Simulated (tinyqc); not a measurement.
Field dependence: Hall effect and magnetoresistance of several carrier groups with constant relaxation times. Computed by tinyqc, a small Python program. Command: `OMP_NUM_THREADS=1 python tinyqc.py 3028822 3028823 out.jsonl hall2 walk`. One thread of a shared host (Intel(R) Xeon(R) Processor @ 2.30GHz), about 0.01 s of CPU time with the checks.

Group 1 has charge +e and group 2 charge +e; s_i is that sign. B lies along z; mu B is formed with mu in m^2/(V s).

Inputs (values chosen for the exercise, for a model conductor): density n1 = 4.9e+18 1/cm^3; mobility mu1 = 130000 cm^2/(V s); density n2 = 1.4e+20 1/cm^3; mobility mu2 = 69000 cm^2/(V s); magnetic field B = 6.8 T.

Carriers: light and heavy holes. Densities: per volume.

Constants: e = 1.602176634e-19 C.

Method:
- Weak field: R_H(0) = sum s_i n_i mu_i^2/(e (sum n_i mu_i)^2); MR = c B^2 with c = n1 n2 mu1 mu2 (s1 mu1 - s2 mu2)^2/(n1 mu1 + n2 mu2)^2. Strong field: R_H = 1/(e sum s_i n_i); rho_xx saturates at (n1/mu1 + n2/mu2)/(e (sum s_i n_i)^2).
- sigma_xx = sum n_i e mu_i/(1 + mu_i^2 B^2); sigma_xy = sum s_i n_i e mu_i^2 B/(1 + mu_i^2 B^2).
- rho_xx = sigma_xx/(sigma_xx^2 + sigma_xy^2); Hall coefficient R_H = sigma_xy/(B (sigma_xx^2 + sigma_xy^2)), with B in V s/cm^2 (1 T = 1e-4 V s/cm^2); magnetoresistance MR = rho_xx(B)/rho_xx(0) - 1.

saturation MR = 1.35536 %

Against the field:
```
B (T)        mu1 B  rho_xx (ohm cm)  R_H (cm^3/C)      MR (%)
0.0038  4.9400e-02       6.0617e-07      0.044109  3.1112e-03
0.012   1.5600e-01       6.0633e-07      0.044088  3.0399e-02
0.031   4.0300e-01       6.0724e-07      0.043974  1.7997e-01
0.077   1.0010e+00       6.1014e-07      0.043608  6.5840e-01
0.19    2.4700e+00       6.1315e-07      0.043228  1.1546e+00
0.46    5.9800e+00       6.1413e-07      0.043104  1.3163e+00
1.2     1.5600e+01       6.1433e-07      0.043079  1.3495e+00
3.1     4.0300e+01       6.1436e-07      0.043075  1.3545e+00
9.2     1.1960e+02       6.1436e-07      0.043075  1.3553e+00
```

MR starts as B^1.98 and ends as B^0.00; it saturates at 1.36 %. One group alone would show no magnetoresistance in this model. The rows with mu1 B well above 1 show the semiclassical limit; Landau quantisation is left out. Caution: mu B is well above 1, where Landau quantisation, left out here, shows at low temperature.
